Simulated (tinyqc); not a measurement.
Inside a calculation. Method: RHF in the sto-3g basis, for H3+, spin multiplicity 1. One step of it, computed by the program tinyqc.

Problem. Iteration 2: DIIS coefficients. Solve [B -1; -1 0][c; lambda] = [0; -1] for the coefficients, which sum to one.

B (overlaps of the stored error matrices):
```
               1              2
1  6.4784467e-01  3.6004477e-02
2  3.6004477e-02  2.3377392e-03
```

Give: DIIS coefficients.

Solution.

DIIS coefficients: -0.058  1.058
